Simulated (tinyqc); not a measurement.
Inside a calculation. Method: harmonic frequencies on the UHF/3-21g surface (energies and gradients from PySCF), for H2-, spin multiplicity 2. The basis has no diffuse functions, so it cannot describe the extra electron: this is an exercise in the method, not the real anion. One step of it, computed by the program tinyqc.

Question. Normal modes. Diagonalise H_ij / sqrt(m_i m_j); the 5 smallest eigenvalues belong to translations and rotations; wavenumber = sqrt(eigenvalue / 1822.888) x 219474.63; each mode has its largest component positive (the first on a tie); zero-point energy = sum of wavenumbers / 2, with 349.755 1/cm per kcal/mol.

Hessian (symmetrised) (hartree/bohr^2), order 1Hx, 1Hy, 1Hz, 2Hx, 2Hy, 2Hz:
```
[[-0.00000021, 0.00000000, 0.00000000, 0.00000021, 0.00000000, 0.00000000],
 [0.00000000, -0.00000021, 0.00000000, 0.00000000, 0.00000021, 0.00000000],
 [0.00000000, 0.00000000, 0.01889813, 0.00000000, 0.00000000, -0.01889813],
 [0.00000021, 0.00000000, 0.00000000, -0.00000021, 0.00000000, 0.00000000],
 [0.00000000, 0.00000021, 0.00000000, 0.00000000, -0.00000021, 0.00000000],
 [0.00000000, 0.00000000, -0.01889813, 0.00000000, 0.00000000, 0.01889813]]
```

masses (u): [1.007825, 1.007825]

Give: eigenvalues of the mass-weighted Hessian; harmonic wavenumbers of the vibrations; mass-weighted modes; zero-point energy.

Answer.

eigenvalues of the mass-weighted Hessian (hartree/(bohr^2 u)): [0.0000, 0.0000, 0.0000, 0.0000, 0.0000, 0.0375]

harmonic wavenumbers of the vibrations (1/cm): [995.5]

mass-weighted modes, order 1Hx, 1Hy, 1Hz, 2Hx, 2Hy, 2Hz:
```
[[0.0000],
 [0.0000],
 [0.7071],
 [0.0000],
 [0.0000],
 [-0.7071]]
```

zero-point energy = 1.4231 kcal/mol
